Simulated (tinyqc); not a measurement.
# Resistance of a circular point contact between the ballistic and the diffusive limit: two studies

Two half-spaces of a free-electron metal (one valley, spin 2) meet through a circular opening of radius a in an insulating sheet.

Values chosen for this exercise:
- n = 4.6e20 cm^-3 (free-electron density)
- l = 27 nm (mean free path)
- a = 7.4 nm (radius of the opening)

Constants: q = 1.602176634e-19 C, hbar = 1.054571817e-34 J s. Results are converted to the units shown.

Each table varies one quantity; the others keep the values above.

## Effect of the radius

kF = (3 pi^2 n)^(1/3), resistivity rho = hbar kF/(n q^2 l). Maxwell: RM = rho/(2 a); Sharvin: RS = 4 rho l/(3 pi a^2); interpolation R = RS + gamma RM, gamma = (1 + 0.83 K)/(1 + 1.33 K), K = l/a.

Result of one run:

| a (nm) | K = l/a | RM (ohm) | RS (ohm) | R (ohm) |
|---|---|---|---|---|
| 8.5 | 3.1765 | 46.467 | 125.29 | 157.63 |

What becomes of these results when the radius of the opening a is changed from 8.5 to 110 nm, all else the same?

Result of the changed run:

| a (nm) | K = l/a | RM (ohm) | RS (ohm) | R (ohm) |
|---|---|---|---|---|
| 110 | 0.24545 | 3.5906 | 0.74810 | 4.0065 |

The whole series:

| a (nm) | K = l/a | RM (ohm) | RS (ohm) | R (ohm) |
|---|---|---|---|---|
| 2.4 | 11.250 | 164.57 | 1571.5 | 1678.1 |
| 4.5 | 6.0000 | 87.771 | 447.01 | 505.46 |
| 8.5 | 3.1765 | 46.467 | 125.29 | 157.63 |
| 16 | 1.6875 | 24.686 | 35.359 | 53.625 |
| 30 | 0.90000 | 13.166 | 10.058 | 20.527 |
| 58 | 0.46552 | 6.8098 | 2.6909 | 8.5217 |
| 110 | 0.24545 | 3.5906 | 0.74810 | 4.0065 |
| 210 | 0.12857 | 1.8808 | 0.20526 | 1.9828 |
| 390 | 0.069231 | 1.0127 | 0.059514 | 1.0402 |
| 730 | 0.036986 | 0.54105 | 0.016986 | 0.54850 |

R falls from 1680 to 0.549 ohm, as a^(-1.91) between the first two rows and a^(-1.02) between the last two (Sharvin -2, Maxwell -1). RM equals RS at a = 8 l/(3 pi) = 22.9 nm. In 1 of the 10 rows kF a is below 10, where the smooth Sharvin count is off by about 2/(kF a), a fifth or more.

## Effect of the mean free path

Same model as above.

The same in every row: RS (ohm) = 165.30.

Effect of the mean free path:

| l (nm) | K = l/a | RM (ohm) | R (ohm) |
|---|---|---|---|
| 0.45 | 0.060811 | 3202.5 | 3277.7 |
| 1 | 0.13514 | 1441.1 | 1523.9 |
| 2.4 | 0.32432 | 600.46 | 697.74 |
| 5.7 | 0.77027 | 252.83 | 370.03 |
| 13 | 1.7568 | 110.85 | 246.97 |
| 31 | 4.1892 | 46.487 | 196.97 |
| 73 | 9.8649 | 19.741 | 178.15 |
| 170 | 22.973 | 8.4771 | 170.69 |

R falls from 3280 to 171 ohm. RS stays at 165 ohm, since rho l depends on n alone, and R is 3.3 % above it in the last row: a cleaner metal cannot lower R below the Sharvin value.

Program tinyqc, `OMP_NUM_THREADS=1 python tinyqc.py 2760092 2760093 out.jsonl`; Intel Xeon 2.30GHz, shared host, one thread, about 0.01 s.
